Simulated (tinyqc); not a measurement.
Inside a calculation. Model: double-gate transistor, scale length and short-channel effects.

Computed by the program tinyqc: `OMP_NUM_THREADS=1 python tinyqc.py 2420167 2420168 out.jsonl`, one thread of a shared Intel Xeon 2.30GHz, about 0.01 s for the whole run. Printed values are rounded.

A body of thickness ts between two insulators of thickness ti and two tied gates. Below threshold the potential that source and drain add obeys Laplace's equation and vanishes on the gate. Its lowest mode decays along the channel as exp(-k y); k is the smallest positive root of the matching condition at the interface, and the scale length is Lambda = pi/k.

Parameters, values chosen for the exercise; permittivities: semiconductor close to that of silicon, insulator close to that of hafnium oxide: temperature T = 250 K; relative permittivity of the semiconductor eps_r = 11.7; relative permittivity of the insulator ei = 22.9; insulator thickness ti = 13 nm; body thickness ts = 3.7 nm; channel length L = 83 nm; potential of the source Vbi = 0.94 V; potential of the barrier top at threshold sT = 0.66 V; long-channel threshold VTL = 0.47 V; long-channel body factor m = 1; drain voltage Vds = 0.8 V.

Constants: q = 1.602176634e-19 C, kB = 1.380649e-23 J/K, Vt = kB T/q. Results are converted to the units shown.

## Scan of the matching condition

k, point 0 to 7 (1/nm): 0.01875  0.0375  0.05625  0.075  0.09375  0.1125  0.13125  0.15

f(k) = ei cos(k ti) cos(k ts/2) - eps_r sin(k ti) sin(k ts/2).

f(k), point 0 to 7: 22.1118  19.8037  16.1416  11.3879  5.8827  0.0184  -5.7890  -11.1304

The first change of sign lies between k = 0.1125 and 0.13125 1/nm.

## Iteration 1: decay constant by Newton steps

k at the start = 0.131250 1/nm

f(k) = ei cos(k ti) cos(k ts/2) - eps_r sin(k ti) sin(k ts/2); f' by a central difference with +/- 1e-5 1/nm; k(new) = k - f/f'.

f = -5.78900
f' = -300.824 nm
k after iteration 1 = 0.112006 1/nm

## Iteration 2: decay constant by Newton steps

As before.

f = 0.173926
f' = -315.039 nm
k after iteration 2 = 0.112558 1/nm

## Course of the iteration: decay constant by Newton steps

Stop when k changes by less than 1e-10 1/nm, or after 30 iterations.

Course of the iteration:
```
iteration  k (1/nm)  |change| (1/nm)
1          0.112006           0.0192
2          0.112558          5.52e-4
3          0.112558          6.96e-8
4          0.112558          < 1e-14
```

Converged in 4 iterations. The change falls from 0.019 in the first iteration to below the tolerance in the last.

## Scale length against simple estimates

k = 0.112558 1/nm

Lambda = pi/k and l = 1/k. A parabolic potential across the structure gives l(parabolic) = sqrt((eps_r/(2 ei)) ts ti (1 + ei ts/(4 eps_r ti))).

Lambda = 27.9108 nm
l = 8.88428 nm
l(parabolic) = 3.74150 nm

The parabolic estimate is 58 % below l.

## Threshold shift, barrier position and swing

Along the channel psi(y) = s + a exp(y/l) + b exp(-y/l) with psi(0) = Vbi, psi(L) = Vbi + Vds and l = 1/k = Lambda/pi; with A = Vbi - s, B = A + Vds, x = exp(-L/l): a = (B - A x) x/(1 - x^2), b = (A - B x)/(1 - x^2). The minimum is s + 2 sqrt(a b), at y = (l/2) ln(b/a). The long-channel potential follows the gate as s = sT + (Vg - VTL)/m, and the threshold VT is the gate voltage at which the minimum equals sT. Swing = m Vt ln 10/g at threshold, g = d(minimum)/ds = 1 - (b x + a)/((1 + x) sqrt(a b)).

s at threshold = 0.649463 V
a = 9.55659e-5 V
b = 0.290441 V
position of the minimum = 35.6230 nm
VT = 0.459463 V
swing = 50.7715 mV/decade

The threshold lies 10.5 mV below the long-channel value, and the barrier top sits at 0.43 L from the source.
